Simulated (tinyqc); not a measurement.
Worked calculation: CCSD on RHF in the 6-31g basis, for H2, spin multiplicity 1. One step of it, computed by the program tinyqc.

Problem. Iteration 1: diagonalisation and new density. Diagonalise F' = X^T F X, C = X C', fill 1 alpha and 1 beta electrons from the bottom; D = 2 C_occ C_occ^T. Each column has its largest component positive (the first on a tie).

Fock matrix F (hartree), order 1H 1s, 1H 2s, 2H 1s, 2H 2s:
$$\begin{pmatrix}
-0.059566 & -0.521703 & -0.565131 & -0.526872 \\
-0.521703 & -0.358932 & -0.526872 & -0.393638 \\
-0.565131 & -0.526872 & -0.059566 & -0.521703 \\
-0.526872 & -0.393638 & -0.521703 & -0.358932
\end{pmatrix}$$

X, order 1H 1s, 1H 2s, 2H 1s, 2H 2s:
$$\begin{pmatrix}
-0.722850 & 0.783223 & 0.881465 & 0.270608 \\
2.195792 & -0.663168 & 0.290176 & 0.319596 \\
0.722850 & 0.783223 & -0.881465 & 0.270608 \\
-2.195792 & -0.663168 & -0.290176 & 0.319596
\end{pmatrix}$$

Give: F' = X^T F X; orbital energies; coefficients C; D after iteration 1.

Solution.

F' = X^T F X (hartree):
$$\begin{pmatrix}
0.830 & 0.000 & -0.582 & 0.000 \\
0.000 & 0.750 & 0.000 & -0.094 \\
-0.582 & 0.000 & 0.797 & 0.000 \\
0.000 & -0.094 & 0.000 & -0.608
\end{pmatrix}$$

orbital energies (hartree): MO1 -0.615, MO2 0.231, MO3 0.757, MO4 1.396

coefficients C, order 1H 1s, 1H 2s, 2H 1s, 2H 2s:
$$\begin{pmatrix}
0.324 & 0.128 & 0.763 & -1.133 \\
0.273 & 1.738 & -0.684 & 1.373 \\
0.324 & -0.128 & 0.763 & 1.133 \\
0.273 & -1.738 & -0.684 & -1.373
\end{pmatrix}$$

D after iteration 1, order 1H 1s, 1H 2s, 2H 1s, 2H 2s:
$$\begin{pmatrix}
0.210 & 0.177 & 0.210 & 0.177 \\
0.177 & 0.149 & 0.177 & 0.149 \\
0.210 & 0.177 & 0.210 & 0.177 \\
0.177 & 0.149 & 0.177 & 0.149
\end{pmatrix}$$
